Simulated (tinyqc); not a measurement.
Front-illuminated p-i-n photodiode, quantum efficiency and bandwidth: two steps of the calculation.

Light enters through a p layer (0 to xp), a depleted layer (xp to xp + wi) and a thick n substrate, decaying as exp(-al x); one pass, no back reflection. Carriers made in the depleted layer are all collected; those in the neutral layers diffuse.

Values chosen for this exercise; values close to those of silicon at this wavelength:
- lam = 1000 nm (wavelength)
- al = 64.8 1/cm (absorption coefficient)
- Rf = 0.3 (reflectance of the front face)
- eps_r = 11.8 (relative permittivity)
- xp = 0.068 um (thickness of the front p layer)
- wi = 60 um (thickness of the depleted layer)
- Dn = 12 cm^2/s (electron diffusion coefficient in the p layer)
- Ln = 0.86 um (electron diffusion length in the p layer)
- S = 900 cm/s (recombination velocity of the front surface)
- Lp = 17 um (hole diffusion length in the thick n substrate)
- ve = 1.01e7 cm/s (electron drift velocity)
- vh = 6.82e6 cm/s (hole drift velocity)
- dia = 170 um (diameter)
- RL = 50 ohm (load resistance)
- Cp = 30 fF (parasitic capacitance)
- f = 0.72 GHz (modulation frequency)

Constants: q = 1.602176634e-19 C, h = 6.62607015e-34 J s, c = 299792458 m/s, eps0 = 8.8541878128e-14 F/cm where lengths are in cm. Results are converted to the units shown.

Problem 1. Quantum efficiency. k = al Ln, s = S Ln/Dn, e = exp(-al xp); front layer f1 = (k/(k^2 - 1)) {[s + k - e (s cosh(xp/Ln) + sinh(xp/Ln))]/[s sinh(xp/Ln) + cosh(xp/Ln)] - k e}; depleted layer f2 = e (1 - exp(-al wi)); substrate f3 = e exp(-al wi) al Lp/(1 + al Lp); external efficiency (1 - Rf)(f1 + f2 + f3); responsivity = efficiency q lam/(h c).

Find: s; f1; f2; f3; external efficiency; responsivity.

Solution 1.

s = 0.0064500
f1 = 4.3952e-4
f2 = 0.32199
f3 = 0.067235
external efficiency = 0.27276
responsivity = 0.22000 A/W

The front layer absorbs 0.0441 % of the light that enters and collects 99.8 % of that. Diffusion from the neutral layers makes up 17.4 % of the current.

Problem 2. Response at one frequency. Drift response for pairs made in the depleted layer, a = al wi, g = 1 - exp(-a), u = 2 pi i f, te = wi/ve, th = wi/vh: electrons He = [g - a (exp(-a) - exp(-u te))/(u te - a)]/(u te g), holes Hh = [g - a (1 - exp(-a - u th))/(a + u th)]/(u th g); C = eps0 eps_r pi (dia/2)^2/wi + Cp; total |He + Hh|/sqrt(1 + (2 pi f RL C)^2), for the current of the depleted layer alone.

Find: te; th; He; Hh; |He + Hh|; C; total response.

Solution 2.

te = 594.06 ps
th = 879.77 ps
He = 0.26844-0.33763i
Hh = 0.11340-0.27859i
|He + Hh| = 0.72493
C = 69.525 fF
total response = 0.72484

The drift response alone falls to 1/sqrt(2) at 0.748 GHz and the RC term alone at 45.8 GHz; together they give 0.748 GHz.

Program tinyqc, `OMP_NUM_THREADS=1 python tinyqc.py 2250020 2250021 out.jsonl`; Intel Xeon 2.30GHz, shared host, one thread, about 0.01 s.
